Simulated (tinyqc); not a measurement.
Undoped gate-all-around wire MOSFET, analytic charge model: one step of the calculation.

An undoped round wire of radius R under an insulator shell and a surrounding gate; long channel, electrons only, n = ni exp((psi - V)/Vt) with V the quasi-Fermi potential (0 at the source, Vd at the drain), constant mobility, no quantisation. The radial Poisson equation gives n(r) = n(0)/(1 - (1 - b) r^2/R^2)^2 with b = Q0/(Q + Q0). Q is the electron charge per area of the wire surface.

Question. Charge at the source by Newton steps in y = ln(Q/Q0). With V = 0 and Q = Q0 exp(y): f = Q/Cox + Vt y + Vt ln(1 + Q/Q0) - (Vg - V0); df/dy = Q/Cox + Vt (1 + Q/(Q + Q0)); y(new) = y - f/(df/dy).

Values chosen for this exercise: temperature T = 293 K; gate voltage Vg = 0.88 V.

Constants: q = 1.602176634e-19 C, kB = 1.380649e-23 J/K, Vt = kB T/q. Results are converted to the units shown.

y after iteration 1 = 1.3744575
Cox = 2.4833618 uF/cm^2
Q0 = 129.66335 nC/cm^2
V0 = 0.61015085 V

Give: Q; f; df/dy; y after iteration 2.

Answer.

Q = 512.55 nC/cm^2
f = 0.011646 V
df/dy = 0.25179 V
y after iteration 2 = 1.3282

tinyqc, about 0.02 s, one thread, Intel Xeon 2.30GHz (shared host): `OMP_NUM_THREADS=1 python tinyqc.py 2460042 2460043 out.jsonl`
